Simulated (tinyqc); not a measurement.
# Off-state leakage of single and stacked transistors: two studies

n-channel devices of unit width. Subthreshold current I(Vg, Vs, Vd) = I0 (T/300 K)^0.5 exp[(Vg - Vs - VT(T) - gb (Vs - Vb) + dd (Vd - Vs))/(nf Vt)] (1 - exp(-(Vd - Vs)/Vt)), VT(T) = VT - cT (T - 300 K). Gate-edge tunnelling Ig (Vd/1 V) exp(ag (Vd - 1 V)), for a gate at 0 V, and band-to-band leakage Ab u exp(-Bb/u), u = Vd - Vb + 1 V, flow at a drain held at V; both are taken as independent of T. In a stack of off transistors (all gates at 0 V) the same subthreshold current passes through each.

Values chosen for this exercise; values of the order met in bulk silicon logic transistors:

| symbol | value | unit | meaning |
|---|---|---|---|
| T | 358 | K | temperature |
| V | 0.7 | V | supply voltage |
| VT | 0.32 | V | threshold at 300 K, zero drain and body bias |
| cT | 1 | mV/K | fall of the threshold with temperature |
| I0 | 0.27 | uA/um | current at threshold at 300 K |
| nf | 1.2 |  | slope factor |
| dd | 0.13 |  | drain-induced lowering per volt |
| gb | 0.2 |  | rise of the threshold per volt of source-body bias |
| Ig | 0.0004 | uA/um | gate-edge tunnelling current at 1 V |
| ag | 3.4 | 1/V | exponential slope of the gate current |
| Ab | 50 | uA/(um V) | prefactor of band-to-band leakage at the drain |
| Bb | 21 | V | its exponential voltage |
| Vb | -0.6 | V | body voltage |

Constants: q = 1.602176634e-19 C, kB = 1.380649e-23 J/K, Vt = kB T/q. Results are converted to the units shown.

Each table varies one quantity; the others keep the values above.

## Subthreshold current against the height of the stack

All n gates at 0 V, bottom source at 0 V, top drain at V; node voltages follow from equal currents.

Result of one run:
```
n,I (nA/um),reduction factor,drain voltage of the bottom device (mV),source voltage of the top device (mV),voltage across the top device (V)
6,0.0020452,55.614,7.0742,111.85,0.58815
```

What becomes of these results when the number of transistors in series n is changed from 6 to 5, all else the same?

Result of the changed run:
```
n,I (nA/um),reduction factor,drain voltage of the bottom device (mV),source voltage of the top device (mV),voltage across the top device (V)
5,0.0025756,44.163,9.1309,105.43,0.59457
```

The whole series:
```
n,I (nA/um),reduction factor,drain voltage of the bottom device (mV),source voltage of the top device (mV),voltage across the top device (V)
1,0.11374,1.0000,700.00,0,0.70000
2,0.010792,10.539,65.554,65.554,0.63445
3,0.0052863,21.517,21.590,85.420,0.61458
4,0.0034701,32.779,12.851,97.137,0.60286
5,0.0025756,44.163,9.1309,105.43,0.59457
6,0.0020452,55.614,7.0742,111.85,0.58815
```

The second transistor cuts the current by a factor of 10.5, the third by a further 2.04 and the sixth by 1.26. The top device keeps 84.0 % of the supply at n = 6, while the drain voltage of the bottom one falls to 0.229 Vt.

## Leakage components against the body voltage

Same model as above.

One transistor with Vg = Vs = 0, Vd = V; stack factor I(one)/I(two in series).

The same in every row: gate edge (nA/um) = 0.1010; stack factor = 10.54.

Leakage components against the body voltage:
```
Vb (V),subthreshold (nA/um),band-to-band (nA/um),total (nA/um),largest part
0.2,8.569,0.06236,8.733,subthreshold
0,2.909,0.3669,3.377,subthreshold
-0.2,0.9873,1.505,2.594,band-to-band
-0.4,0.3351,4.767,5.203,band-to-band
-0.6,0.1137,12.46,12.67,band-to-band
-0.8,0.03861,28.11,28.25,band-to-band
-1,0.01310,56.56,56.67,band-to-band
-1.2,0.004448,103.9,104.0,band-to-band
-1.4,0.001510,177.1,177.3,band-to-band
```

As Vb goes from 0.2 to -1.4, the total leakage goes from 8.73 through a minimum of 2.59 (at Vb = -0.2 among the rows listed) to 177 nA/um. The subthreshold part leads at Vb = 0.2, the band-to-band part from -0.2 on. The exact minimum lies at Vb = -0.147 V: reverse body bias lowers the subthreshold part by a decade every nf Vt ln 10/gb = 0.426 V but raises the band-to-band part. The reduction by a stack of two stays at 10.5, for the subthreshold part alone. For Vb = 0.2 the body is forward biased; the junction current, left out, is still small at this voltage.

tinyqc, about 0.03 s, one thread, Intel Xeon 2.30GHz (shared host): `OMP_NUM_THREADS=1 python tinyqc.py 2242133 2242134 out.jsonl`
